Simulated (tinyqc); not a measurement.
# A chain with two barriers and dephasing by Buettiker voltage probes: several studies

Sites 1 to 3 form a chain with hopping -t. Lead L joins site 1 and lead R site 3, both semi-infinite chains with hopping -t and site energy 0. Every site carries a probe with self-energy -i Gamma_p/2 that draws no net current. Linear response at zero temperature: mu_L = 1, mu_R = 0 in units of the bias.

Inputs (values chosen for the exercise): hopping (matrix element -t) t = 1 eV; site energies 1 to N U = [2.8, 0, 2.7] eV; Fermi energy E = 0.65 eV; probe broadening Gamma_p gp = 0.67 eV.

Constants: q = 1.602176634e-19 C, h = 6.62607015e-34 J s. Results are converted to the units shown.

Each table varies one quantity; the others keep the values above.

## Effect of the dephasing strength

Sigma = t^2 g(E), g(x) = (x - i sqrt(4 t^2 - x^2))/(2 t^2) for |x| < 2 t and (x - sign(x) sqrt(x^2 - 4 t^2))/(2 t^2) otherwise; Gamma = -2 Im Sigma; G = (E - H - Sigma_L - Sigma_R + i Gamma_p/2)^(-1). With Gamma the broadening by one lead, T_RL = Gamma^2 |G_(3,1)|^2, T_pL = Gamma Gamma_p |G_(p,1)|^2, T_pR = Gamma Gamma_p |G_(p,3)|^2, T_pq = Gamma_p^2 |G_(p,q)|^2 for p != q. No current into probe p: W mu = T_pL with W_pp = T_pL + T_pR + sum_q T_pq and W_pq = -T_pq. Then T_eff = T_RL + sum_p T_pR mu_p, and the resistance is (h/2q^2)/T_eff. Without probes means Gamma_p = 0.

Result of one run:
```
gp (eV),T_RL,through probes,T_eff,resistance (kohm)
0.1,0.03879,0.01090,0.04969,259.7
```

What becomes of these results when the probe broadening Gamma_p gp is changed from 0.1 to 0.18 eV, all else the same?

Result of the changed run:
```
gp (eV),T_RL,through probes,T_eff,resistance (kohm)
0.18,0.03764,0.01955,0.05719,225.7
```

The whole series:
```
gp (eV),T_RL,through probes,T_eff,resistance (kohm)
0.01,0.03999,0.001089,0.04108,314.2
0.018,0.03989,0.001961,0.04185,308.4
0.032,0.03970,0.003488,0.04319,298.8
0.056,0.03939,0.006106,0.04549,283.7
0.1,0.03879,0.01090,0.04969,259.7
0.18,0.03764,0.01955,0.05719,225.7
0.32,0.03549,0.03426,0.06975,185.1
0.56,0.03152,0.05740,0.08892,145.1
1,0.02419,0.09060,0.1148,112.4
1.8,0.01357,0.1209,0.1345,95.98
```

Without probes the transmission is 0.0401. T_eff rises from 0.0411 to 0.134; the direct part falls from 0.0400 to 0.0136 and the part through probes rises from 0.00109 to 0.121. Weak dephasing raises T_eff here: the incoherent path through the probes gains more than the direct part loses.

## Coherent and dephased transmission against energy

Same model as above.

Coherent and dephased transmission against energy:
```
E (eV),T without probes,T_eff
-1.8,0.002617,0.02359
-1.5,0.01195,0.05545
-1.2,0.04317,0.1167
-0.9,0.2036,0.2291
-0.6,0.9989,0.3317
-0.3,0.3050,0.2857
0,0.1168,0.1968
0.3,0.06466,0.1378
0.6,0.04259,0.1012
0.9,0.03046,0.07727
1.2,0.02223,0.06023
1.5,0.01519,0.04632
1.8,0.007254,0.03115
```

Without probes T lies between 0.00262 and 0.999 in these rows, with them between 0.0236 and 0.332. The probes lower it in 2 rows and raise it in 11; the largest relative gain is at E = -1.8 eV, where the coherent value is 0.00262.

## Resistance against length

With Gamma the broadening by one lead, T_RL = Gamma^2 |G_(last,1)|^2, T_pL = Gamma Gamma_p |G_(p,1)|^2, T_pR = Gamma Gamma_p |G_(p,last)|^2, T_pq = Gamma_p^2 |G_(p,q)|^2 for p != q. The list U is repeated k times, each site with its probe.

Results:
```
k,sites,T without probes,T_eff,resistance (kohm)
1,3,0.04011,0.09654,133.7
2,6,0.001015,0.02313,558.0
3,9,2.592e-5,0.01211,1066
4,12,6.626e-7,0.008164,1581
6,18,4.328e-10,0.004942,2611
8,24,2.828e-13,0.003544,3642
16,48,5.149e-26,0.001662,7763
```

Estimate the missing row, k = 12.

Computed row:
```
k,sites,T without probes,T_eff,resistance (kohm)
12,36,1.207e-19,0.002263,5703
```

With this row back in the table: The resistance rises from 134 to 7760 kohm, by 172 kohm a site between k = 8 and 12 and 172 between 12 and 16: Ohm's law, R = R0 + rho N with the extrapolated intercept R0 = -480 kohm (h/2q^2 = 12.91 kohm). The intercept differs from h/2q^2, since the ends of the chain scatter differently from its bulk, so no mean free path is read from it. Without probes T has fallen to 5.15e-26.

Computed by the program tinyqc: `OMP_NUM_THREADS=1 python tinyqc.py 2700044 2700045 out.jsonl`, one thread of a shared Intel Xeon 2.30GHz, about 0.01 s for the whole run.
